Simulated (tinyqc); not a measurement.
Interband optics of a two-band s-p chain from momentum matrix elements, step by step. Values are carried at full precision from step to step, so a last printed digit may differ when a step is redone from the rounded ones.

H(k) = [[Es - 2 ts cos ka, 2i V sin ka], [-2i V sin ka, Ep_ + 2 tp cos ka]] in the basis s, p; the lower band is full, with two electrons a cell. The velocity operator times hbar is W = dH/dk (eV angstrom); intra-atomic dipoles are left out.

Constants: hbar^2/2m0 = 3.80998211 eV angstrom^2; e^2/(4 pi eps0) = 14.39964547 eV angstrom.

Values chosen for the exercise: a = 3.18 angstrom (period); Es = 2.6 eV (upper orbital (s)); Ep_ = -1.63 eV (lower orbital (p)); ts = 0.58 eV (s-s hopping); tp = 0.48 eV (p-p hopping); V = 0.87 eV (s-p hopping); k = 0.27 2 pi/a (wave vector); N = 8 (k points); Ar = 12.8 angstrom^2 (cross-section per chain); eta = 0.2 eV (Lorentzian half width); E = 5.05 eV (photon energy).

## Hamiltonian and velocity at one k

Form H and W = dH/dk.

H (eV), rows s, p and columns alike:
$$\begin{pmatrix}
2.7454 & 1.7263i \\
-1.7263i & -1.7503
\end{pmatrix}$$

W (eV angstrom), rows s, p and columns alike:
$$\begin{pmatrix}
3.6597 & -0.6935i \\
0.6935i & -3.0287
\end{pmatrix}$$

## Matrix element between the bands

Diagonalise H, transform W, and form w = |W_cv|^2, the Kane-type energy w/c and the oscillator strength f = w/(c D), c = hbar^2/2m0, D = Ec - Ev.

Ev, Ec (eV): [-2.3367, 3.3318]

weights, rows s, p; columns v, c:
$$\begin{pmatrix}
0.1034 & 0.8966 \\
0.8966 & 0.1034
\end{pmatrix}$$

slopes dEv/dk, dEc/dk (eV angstrom): [-1.914, 2.545]

w = 6.692 eV^2 angstrom^2
w/c = 1.756 eV
f = 0.310

## Transitions on the mesh

At each k_j = (j + 1/2)/N (2 pi/a) up to the zone edge give D = Ec - Ev, w = |<c|W|v>|^2 and f = w/(c D), c = hbar^2/2m0; the other half of the zone repeats the values.

Transitions:
```
k (2 pi/a)  D (eV)  w (eV^2 angstrom^2)      f
0.0625      2.6330               14.119  1.407
0.1875      4.6930                0.349  0.020
0.3125      5.9793               11.970  0.525
0.4375      6.3303               27.762  1.151
```

D runs from 2.633 to 6.330 eV on the mesh; f is largest at k = 0.0625.

## Dielectric function from the table

With w(k) = |<c|W|v>|^2 and D(k) = Ec - Ev, on the mesh k_j = (j + 1/2)/N (2 pi/a): eps(E) = 1 + (8 pi e2/(a Ar)) mean_j (w/D^2) [1/(D - E - i eta) + 1/(D + E + i eta)], e2 = e^2/(4 pi eps0); light polarised along the chains, no local fields.

Take the mean over the rows. Also eps(0) at eta = 0, and the effective electrons per cell n_eff = 2 mean(f).

eps(E) = 1.799+0.525i
eps(0) = 5.189
n_eff = 1.552

On a mesh of 2000 points the values are 1.781+0.734i, 7.089 and 1.708. n_eff need not equal the 2 electrons of the cell: a two-orbital basis with chosen hoppings does not obey the sum rule of free electrons. E lies within, or within 2 eta of, the range of transitions of the band (2.11 to 6.35 eV); their spacing on this mesh (up to 2.06 eV) exceeds eta, so eps(E) depends on where the few mesh points fall.

## Checks

- Curvature of the lower band against <v|d2H/dk2|v> - 2 w/D (eV angstrom^2): both 9.210.
- Zone mean of 2 w/D against the zone mean of <v|d2H/dk2|v>, the f-sum rule of a full band (eV angstrom^2): both 6.5084.

(tinyqc, `OMP_NUM_THREADS=1 python tinyqc.py 1681638 1681639 out.jsonl`, Intel(R) Xeon(R) Processor @ 2.30GHz, 1 thread, shared host, about 0.01 s.)
